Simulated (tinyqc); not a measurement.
From one set of inputs to another, one input at a time: Hall effect and magnetoresistance of several carrier groups with constant relaxation times. Computed by tinyqc, a small Python program. Command: `OMP_NUM_THREADS=1 python tinyqc.py 3004146 3004147 out.jsonl hall2 ladder`. One thread of a shared host (Intel(R) Xeon(R) Processor @ 2.30GHz), about 0.01 s of CPU time with the checks.

Group 1 has charge +e and group 2 charge +e; s_i is that sign. B lies along z; mu B is formed with mu in m^2/(V s).

The inputs printed are set A. Inputs not listed in the table keep their values of set A, so the rows need not describe a real material.

Inputs (values chosen for the exercise, for a model conductor):
```
quantity,value,unit
density n1,4e+10,1/cm^2
mobility mu1,190000,cm^2/(V s)
density n2,1.6e+12,1/cm^2
mobility mu2,7700,cm^2/(V s)
magnetic field B,3.4,T
```

Carriers: light and heavy holes. Densities: per area (a thin layer).

Constants: e = 1.602176634e-19 C.

Method. sigma_xx = sum n_i e mu_i/(1 + mu_i^2 B^2); sigma_xy = sum s_i n_i e mu_i^2 B/(1 + mu_i^2 B^2). rho_xx = sigma_xx/(sigma_xx^2 + sigma_xy^2); Hall coefficient R_H = sigma_xy/(B (sigma_xx^2 + sigma_xy^2)), with B in V s/cm^2 (1 T = 1e-4 V s/cm^2); magnetoresistance MR = rho_xx(B)/rho_xx(0) - 1. Apparent density 1/(e |R_H|); Hall mobility |R_H|/rho_xx.

Each row keeps all changes above it:
```
input moved,from,to,magnetoresistance MR (%),Hall mobility (cm^2/(V s)),sigma at B = 0 (S)
set A,-,-,54.021,7.9114e+03,3.1915e-03
density n1 (1/cm^2),4e+10,3e+13,96.455,9.2541e+04,9.1521e-01
mobility mu2 (cm^2/(V s)),7700,11000,69.206,1.0724e+05,9.1606e-01
density n2 (1/cm^2),1.6e+12,1.7e+15,26.114,1.1196e+04,3.9093e+00
magnetic field B (T),3.4,3.6,26.115,1.1194e+04,3.9093e+00
```

Which inputs carry the difference?

Magnetoresistance MR goes from 54.0 to 26.1, a factor 0.483 in all. The largest single move comes from density n2 (a factor 0.377), and density n1 works against it (a factor 1.79). Hall mobility goes from 7910 to 11200, a factor 1.41 in all. The largest single move comes from density n1 (a factor 11.7), and density n2 works against it (a factor 0.104). sigma at B = 0 goes from 0.00319 to 3.91, a factor 1220 in all. The largest single move comes from density n1 (a factor 287). The single moves hold for this order of the switches; the total does not depend on the order.

Extremes, crossings and ranges named in words are read from the listed rows.
